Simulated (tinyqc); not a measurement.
# Field from the level spacing

Inverse problem. In a triangular well E_k = a_k (C F^2/mz1)^(1/3), a_1 = 2.338107, a_2 = 4.087949, C = hbar^2/(2 m0), F in eV/nm (1 MV/cm = 0.1 eV/nm). Find F, E_1, the mean distance 2 E_1/(3 F) of the lowest level and the sheet charge eps0 eps_r F/q behind such a field.

Parameters, values chosen for the exercise:
- eps_r = 9.84 (relative permittivity)
- mz1 = 0.333 m0 (mass along z of valley set A (3 valley(s)))

Constants: q = 1.602176634e-19 C, hbar = 1.054571817e-34 J s, m0 = 9.1093837015e-31 kg, eps0 = 8.8541878128e-14 F/cm where lengths are in cm, hbar^2/(2 m0) = 0.0380998212 eV nm^2. Results are converted to the units shown.

spacing of the two lowest levels = 211.23840 meV

Answer. The spacing over a_2 - a_1 is the energy scale (C F^2/mz1)^(1/3), which gives F.

F = 1.24 MV/cm
E_1 = 282 meV
mean distance = 1.52 nm
sheet charge over q = 6.74e12 cm^-2

Numbers from tinyqc (`OMP_NUM_THREADS=1 python tinyqc.py 2160046 2160047 out.jsonl`; about 0.4 s on one thread of a shared Intel Xeon 2.30GHz).
